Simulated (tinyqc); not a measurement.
# Which input was changed?

Model: minority-electron transport through the base of a bipolar transistor (Moll-Ross and Kroemer integrals). Computed by tinyqc, a small Python program. Command: `OMP_NUM_THREADS=1 python tinyqc.py 3010607 3010608 out.jsonl base which`. One thread of a shared host (Intel(R) Xeon(R) Processor @ 2.30GHz), about 0.05 s of CPU time with the checks.

Low injection, one dimension, x from the emitter edge (0) to the collector edge (W), s = x/W. Recombination is treated as a small correction (valid for tau_B well below tau_n), computed from the stored charge.

Inputs (values chosen for the exercise, modelled on InP):
```
quantity                                     value        unit
intrinsic density n_i at the emitter edge  1.3e+07      1/cm^3
base doping at the emitter edge N_0        3.5e+19      1/cm^3
base width W                                   140          nm
mu_min                                         780  cm^2/(V s)
mu_max                                        4700  cm^2/(V s)
N_ref                                      8.2e+16      1/cm^3
saturation velocity v_s                          1    1e7 cm/s
electron lifetime tau_n                         12          ns
emitter Gummel number G_E                  7.4e+12      s/cm^4
base-emitter voltage V_BE                     0.76           V
temperature T                                  300           K
doping ratio N_0/N(W)                           68           -
gap narrowing across the base dE_g             150         meV
```

Base doping profile: Gaussian. Gap grading: linear. Exit of the base: infinite sink.

Constants: k_B = 8.617333262e-05 eV/K; e = 1.602176634e-19 C.

Method:
- N(x) = N_0 (ratio)^(-s^2); n_i(x)^2 = n_i^2 exp(s dE_g/k_B T); D(x) = (k_B T/e) mu, mu = mu_min + (mu_max - mu_min)/(1 + (N/N_ref)^0.7).
- With y(x) = N n_i^2/(D n_i(x)^2): base Gummel number G_B = int_0^W y dx; J_C = e n_i^2 exp(e V_BE/k_B T)/G_B; n(x) = (J_C/e)(n_i(x)^2/(N n_i^2)) [int_x^W y dx]; transit time tau_B = (e/J_C) int n dx; trapezoid rule on 401 even points.
- Emitter-limited gain beta_E = G_E/G_B; recombination-limited gain beta_R = tau_n/tau_B; 1/beta = 1/beta_E + 1/beta_R; f_T from the base alone = 1/(2 pi tau_B).

Task: One of these inputs alone was changed, within the range given: base doping at the emitter edge N_0 (1.75e+19 to 7e+19); doping ratio N_0/N(W) (34 to 136); mu_min (390 to 1560); emitter Gummel number G_E (3.7e+12 to 1.48e+13). Which one, and to what value?

Results:
```
run     current gain beta  base Gummel number G_B (s/cm^4)  base transit time tau_B (ps)
before           2.262529                     3.270222e+12                     0.7382187
after            2.778271                     2.663081e+12                     0.7228833
```

Result:

Each candidate set to reproduce current gain beta, and what it then gives:
```
candidate                                          range searched  value needed  base Gummel number G_B (s/cm^4)  base transit time tau_B (ps)
base doping at the emitter edge N_0 (1/cm^3)    1.75e+19 to 7e+19      2.880e19                       2.6631e+12                       0.72288
doping ratio N_0/N(W)                                   34 to 136  out of reach                                -                             -
mu_min (cm^2/(V s))                                   390 to 1560         974.8                       2.6631e+12                       0.61450
emitter Gummel number G_E (s/cm^4)            3.7e+12 to 1.48e+13      9.087e12                       3.2702e+12                       0.73822
```

Only base doping at the emitter edge N_0 fits every result: it went from 3.5e+19 to 2.88e19 1/cm^3. The next best candidate, mu_min, misses one result by 15 %.

Caution: the mean velocity exceeds v_s, so drift-diffusion with a low-field mobility overstates the speed.
